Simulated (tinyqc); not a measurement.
Schottky diode by thermionic emission with image-force lowering and series resistance: one step of the calculation.

Metal on an n-type semiconductor with one parabolic valley; V > 0 is forward bias (metal positive). I = I0 [exp(Vj/(n Vt)) - 1] with Vj = V - I Rs; I0 = S A* T^2 exp(-(phi - dphi)/Vt), the lowering dphi taken at zero bias.

Task. Current and small-signal resistance. I = I0 [exp(Vj/(n Vt)) - 1], dV/dI = Rs + n Vt/(I + I0).

Parameters, values chosen for the exercise; band and dielectric values close to those of gallium arsenide: temperature T = 200 K; ideality factor n = 1.22; series resistance Rs = 2.9 ohm.

Constants: q = 1.602176634e-19 C, kB = 1.380649e-23 J/K, Vt = kB T/q. Results are converted to the units shown.

I0 = 8.0709815e-20 A
converged Vj = 0.77733855 V

Give: I; drop over Rs; dV/dI.

Result.

I = 0.9177 mA
drop over Rs = 0.002661 V
dV/dI = 25.81 ohm

Numbers from tinyqc (`OMP_NUM_THREADS=1 python tinyqc.py 2640149 2640150 out.jsonl`; about 0.01 s on one thread of a shared Intel Xeon 2.30GHz).
